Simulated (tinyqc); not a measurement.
Worked calculation: Pariser-Parr-Pople SCF with singles CI, for the molecule C=CC1=CC=C(N)C1=C (SMILES; centres numbered as the heavy atoms are written). One step of it, computed by the program tinyqc.

Task: Iteration 1: Fock matrix. F_rr = H_rr + P_rr gamma_rr / 2 + sum_(s != r) P_ss gamma_rs; F_rs = H_rs - P_rs gamma_rs / 2; E = tr P (H + F) / 2 + core repulsion sum_(r<s) z_r z_s gamma_rs.

P at the start, lower triangle:
```
           1C         2C         3C         4C         5C         6C         7N        8C
1C   0.038781
2C   0.122225   0.405300
3C   0.171901   0.667424   1.559220
4C  -0.061351  -0.086041   0.374364   0.996716
5C  -0.102297  -0.273129  -0.148262   0.876860   1.123635
6C   0.076359   0.169895  -0.019640  -0.266596   0.309748   1.863482
7N  -0.018282  -0.038710   0.005657   0.054666  -0.064466   0.028365   1.994092
8C  -0.076430  -0.177141   0.173721  -0.037348  -0.077553   0.111418  -0.022717  1.724977
9C  -0.073036  -0.205412  -0.139790   0.065833   0.051687  -0.197692   0.038108  0.621827

          9C
9C  0.293798
```

core matrix H (eV), lower triangle:
```
            1C          2C          3C          4C          5C          6C          7N          8C
1C  -39.652624
2C   -2.390000  -43.458194
3C    0.000000   -2.390000  -49.148310
4C    0.000000    0.000000   -2.390000  -45.715996
5C    0.000000    0.000000    0.000000   -2.390000  -46.384465
6C    0.000000    0.000000    0.000000    0.000000   -2.390000  -51.100644
7N    0.000000    0.000000    0.000000    0.000000    0.000000   -2.240000  -54.068971
8C    0.000000    0.000000   -2.390000    0.000000    0.000000   -2.390000    0.000000  -50.671251
9C    0.000000    0.000000    0.000000    0.000000    0.000000    0.000000    0.000000   -2.390000

            9C
9C  -43.873384
```

repulsion gamma_rs (eV), lower triangle:
```
           1C         2C         3C         4C         5C         6C         7N         8C
1C  11.130000
2C   5.343860  11.130000
3C   3.871868   5.345419  11.130000
4C   2.856267   3.801054   5.345883  11.130000
5C   2.416563   2.928723   4.045718   5.344399  11.130000
6C   2.581014   2.928725   4.045722   4.045485   5.345419  11.130000
7N   2.240465   2.416234   3.094118   3.094031   4.084213   5.923463  16.800000
8C   3.413640   3.800261   5.345136   4.046143   4.046425   5.346514   4.084367  11.130000
9C   3.528482   3.317682   3.800327   2.928702   2.928794   3.800839   3.532080   5.344399

           9C
9C  11.130000
```

Centres (angstrom, eV; a flat drawing with bonds scaled to 1.40 angstrom):
```
centre          x          y  core charge z          W   gamma_rr
1C      -2.787000   0.610000              1  11.160000  11.130000
2C      -2.076000  -0.597000              1  11.160000  11.130000
3C      -0.676000  -0.584000              1  11.160000  11.130000
4C       0.157000  -1.709000              1  11.160000  11.130000
5C       1.485000  -1.264000              1  11.160000  11.130000
6C       1.472000   0.136000              1  11.160000  11.130000
7N       2.597000   0.969000              2  25.600000  16.800000
8C       0.137000   0.556000              1  11.160000  11.130000
9C      -0.308000   1.884000              1  11.160000  11.130000
```

Give: F; pi energy.

Result:

F (eV), lower triangle:
```
        1C      2C      3C      4C      5C      6C      7N      8C
1C  -9.469
2C  -2.717  -7.775
3C  -0.333  -4.174  -4.235
4C   0.088   0.164  -3.391  -2.629
5C   0.124   0.400   0.300  -4.733  -1.270
6C  -0.099  -0.249   0.040   0.539  -3.218  -0.945
7N   0.020   0.047  -0.009  -0.085   0.132  -2.324  -4.634
8C   0.130   0.337  -2.854   0.076   0.157  -2.688   0.046  -2.807
9C   0.129   0.341   0.266  -0.096  -0.076   0.376  -0.067  -4.052

        9C
9C  -5.276
```

pi energy = -116.861 eV
